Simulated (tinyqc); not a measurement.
Valence-band offset from core levels (Kraut method), with the dipole against the affinity rule: two steps of the calculation.

Binding energies are counted downwards from the Fermi level. dEv > 0 means that the valence edge of B lies below that of A, dEc > 0 that the conduction edge of B lies above that of A; dEc + dEv = EgB - EgA. The spectra are made-up values treated as data.

Inputs (values chosen for the exercise); gaps and affinities close to those of 4H silicon carbide (A) and zirconium oxide (B): gap of the substrate A EgA = 3.29 eV; gap of the overlayer B EgB = 5.83 eV; core level of bare A cA = 50.79 eV; core level of thick B cB = 55.34 eV; valence-band maximum of thick B vB = 2.29 eV; core level of A under a thin film of B iA = 50.48 eV; core level of B in that thin film iB = 56.84 eV; background counts in the gap bg = 56.

Task 1. Valence-band maximum of bare A. Fit a straight line to the leading edge by least squares; the maximum vA lies where it meets the background.

| point | binding energy (eV) | counts on the leading edge |
|---|---|---|
| 0 | 2.45 | 216 |
| 1 | 2.57 | 293 |
| 2 | 2.69 | 370 |
| 3 | 2.81 | 446 |
| 4 | 2.93 | 523 |
| 5 | 3.05 | 600 |

Find: slope; intercept; vA.

Result 1.

slope = 639.5 counts/eV
intercept = -1351 counts
vA = 2.200 eV

Task 2. Offsets. dEv = (iB - iA) - (cB - vB) + (cA - vA), dEc = EgB - EgA - dEv.

vA = 2.1995905 eV

Find: cA - vA; cB - vB; iB - iA; dEv; dEc.

Result 2.

cA - vA = 48.590 eV
cB - vB = 53.050 eV
iB - iA = 6.3600 eV
dEv = 1.9004 eV
dEc = 0.63959 eV

The alignment is type I (straddling). The conduction-band offset is below the 1 eV usually asked of a gate dielectric. A rigid shift of all levels, by charging or doping, cancels in the differences.

Numbers from tinyqc (`OMP_NUM_THREADS=1 python tinyqc.py 2410090 2410091 out.jsonl`; about 0.01 s on one thread of a shared Intel Xeon 2.30GHz).
